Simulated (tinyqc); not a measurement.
Worked calculation: bottom-up copper filling of a trench by curvature-enhanced accelerator coverage. Computed by tinyqc, a small Python program that keeps every step. Command: `OMP_NUM_THREADS=1 python tinyqc.py 3024171 3024172 out.jsonl superfill walk`. One thread of a shared host (Intel(R) Xeon(R) Processor @ 2.30GHz), about 0.07 s of CPU time with the checks. Intermediate numbers are printed to about 7 digits and carried at full precision; extremes and crossings named in words are read from the listed rows.

A rectangular trench keeps vertical walls and a flat floor. An accelerator floats on the surface; where area is lost in the corners it is passed on to the floor.

Inputs (values chosen for the exercise, close to those used for damascene copper plating):

| quantity | value | unit |
|---|---|---|
| trench width w | 460 | nm |
| aspect ratio h/w | 1.9 | - |
| exchange current of the suppressed surface i_0 | 0.028 | mA/cm^2 |
| exchange current of the accelerated surface i_1 | 0.79 | mA/cm^2 |
| transfer coefficient alpha | 0.42 | - |
| overpotential eta | 0.17 | V |
| starting coverage theta_0 | 0.071 | - |
| adsorption rate k_a | 0 | 1/s |
| cupric ion concentration C | 0.57 | mol/l |
| diffusivity D | 4.2e-06 | cm^2/s |
| boundary layer delta | 32 | um |
| temperature T | 298 | K |

Constants: e = 1.602176634e-19 C; N_A = 6.02214076e+23 1/mol; k_B = 8.617333262e-05 eV/K.

## Velocities

Kinetic current i_k = [i_0 (1 - theta) + i_1 theta] exp(alpha eta/(k_B T)), limit i_L = 2 F D C/delta, i = 1/(1/i_k + 1/i_L); velocity v = i Omega/(2F), Omega = 7.11 cm^3/mol, F = e N_A. Depletion inside the trench is ignored.

limiting current i_L = 144.3662 mA/cm^2

velocity at theta = 0 = 0.1658431 nm/s

velocity at theta_0 = 0.4833756 nm/s

velocity at theta = 1 = 4.313174 nm/s

ratio v(1)/v(theta_0) = 8.923028

Without acceleration the walls meet when the floor has risen by w/2, so a seam-free fill needs a mean floor-to-wall speed ratio of at least 2 h/w = 3.8.

## First rates

At the start theta_b = theta_s = theta_0 and x = w/2: d theta_b/dt = k_a (1 - theta_0) + 2 theta_0 v/x (theta_b on the floor, theta_s on the walls, x the half width). At this initial relative rate the doubling time without adsorption would be x ln2/(2 v).

rate from adsorption = 0 1/s

rate from area loss = 2.984319e-04 1/s

doubling time = 164.9068 s

## Filling

Half width x, floor height y, depth h = aspect ratio x w. dx/dt = -v_s, dy/dt = v_b. d theta_b/dt = k_a (1 - theta_b) + [theta_s v_b + theta_b v_s]/x: the floor takes the accelerator of the wall it covers and keeps its own as it narrows. d theta_s/dt = k_a (1 - theta_s). theta_b is capped at 1. Integrate (tolerance 1e-9) until the walls meet (x = 0.02 w/2) or the floor passes the original mouth y = h. Start: x = w/2, y = 0, theta_b = theta_s = theta_0. Height filled = y/h, opening left = x/(w/2).

Course of the fill (nine evenly spaced times):

| t (s) | x (nm) | y (nm) | theta_b | theta_s | v_b/v_s |
|---|---|---|---|---|---|
| 0.0000 | 230.0000 | 0.0000 | 0.0710000 | 0.071 | 1.000000 |
| 57.4332 | 202.2382 | 30.2097 | 0.0913521 | 0.071 | 1.186853 |
| 114.8664 | 174.4764 | 66.6457 | 0.1207146 | 0.071 | 1.455306 |
| 172.2996 | 146.7146 | 112.2891 | 0.1656449 | 0.071 | 1.863537 |
| 229.7327 | 118.9528 | 172.5012 | 0.2402431 | 0.071 | 2.534589 |
| 287.1659 | 91.1910 | 258.0897 | 0.3800196 | 0.071 | 3.769800 |
| 344.5991 | 63.4292 | 394.9073 | 0.6994952 | 0.071 | 6.489171 |
| 402.0323 | 35.6674 | 626.2807 | 1 | 0.071 | 8.923028 |
| 459.4655 | 7.9056 | 874.0000 | 1 | 0.071 | 8.923028 |

time at the end = 459.4655 s

share of the height filled from the floor = 1

opening left, as a share of w = 0.03437216

The floor escapes with 3 % of the opening left: a seam-free fill, and the enriched floor will overshoot into a bump. Caution: real profiles develop slanted corners, and accelerator is consumed; both are left out.

## The window in starting coverage

The formulas are those given above.

Outcome:

| theta_0 | v(1)/v(theta_0) | height filled | opening left | time (s) |
|---|---|---|---|---|
| 0.001 | 25.32067 | 0.300318 | 0.02000000 | 1323.221 |
| 0.003 | 24.05061 | 0.388044 | 0.02000000 | 1256.849 |
| 0.010 | 20.46124 | 0.687364 | 0.02000000 | 1069.274 |
| 0.020 | 16.86973 | 0.922438 | 0.02000000 | 881.587 |
| 0.050 | 11.06355 | 1.000000 | 0.04274794 | 564.744 |
| 0.100 | 7.04789 | 0.960772 | 0.02000000 | 368.312 |
| 0.200 | 4.10515 | 0.742007 | 0.02000000 | 214.529 |
| 0.400 | 2.26240 | 0.508512 | 0.02000000 | 118.230 |
| 0.800 | 1.21964 | 0.311321 | 0.02000000 | 63.737 |

The fill succeeds for theta_0 by less than the digits shown, at 0.05 among these rows, with the widest margin at 0.05. Too little accelerator takes too long to concentrate. Too much speeds the walls as well and removes the contrast.

Checks made by the program: conservation of accelerator while theta_b is below 1 (relative difference 2e-10).
